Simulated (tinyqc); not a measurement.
An infinitely deep well in a field (quantum-confined Stark shift), Airy functions: course of the secant iteration.

Hard walls at x = -L/2 and +L/2; between them U(x) = -F x (eV, zero at the centre). C = hbar^2/(2 m0), e = (C F^2/m1)^(1/3), z1 = (F L/2 - E)/e at the left wall and z2 = (-F L/2 - E)/e at the right wall. Levels are the roots of D(E) = Ai(z1) Bi(z2) - Ai(z2) Bi(z1).

Secant step from the last two trial energies, E_a the older and E_b the newer: next = E_b - D(E_b) (E_b - E_a)/(D(E_b) - D(E_a)).

Stop when E changes by less than 1e-10 eV and the root is level n (n - 1 nodes between the walls). E_a and E_b start as the two trial energies.

Parameters, values chosen for the exercise: mass m1 = 0.53 m0; well width L = 11 nm; field F = 0.00027 V/nm; level sought n = 1.

Constants: q = 1.602176634e-19 C, hbar = 1.054571817e-34 J s, m0 = 9.1093837015e-31 kg, hbar^2/(2 m0) = 0.0380998212 eV nm^2. Results are converted to the units shown.

first trial energy = 0.0208 eV
second trial energy = 0.021 eV

Course of the iteration:

| step | E (eV) | change (eV) |
|---|---|---|
| 1 | 0.0233417 | 2.34e-3 |
| 2 | 0.0234519 | 1.10e-4 |
| 3 | 0.0234591 | 7.13e-6 |
| 4 | 0.0234591 | 2.66e-8 |
| 5 | 0.0234591 | 6.11e-12 |

Did this iteration meet its convergence test, and what does its course show?

No. The change falls below 1e-10 eV, but at level 2 and not at level 1, which was sought: the trial energies lie nearer to that root. A rerun from 0.0058 and 0.0057 eV (near the second-order estimate) reaches level 1 at 0.00584728 eV in 4 steps.

Program tinyqc, `OMP_NUM_THREADS=1 python tinyqc.py 2580012 2580013 out.jsonl`; Intel Xeon 2.30GHz, shared host, one thread, about 0.02 s.
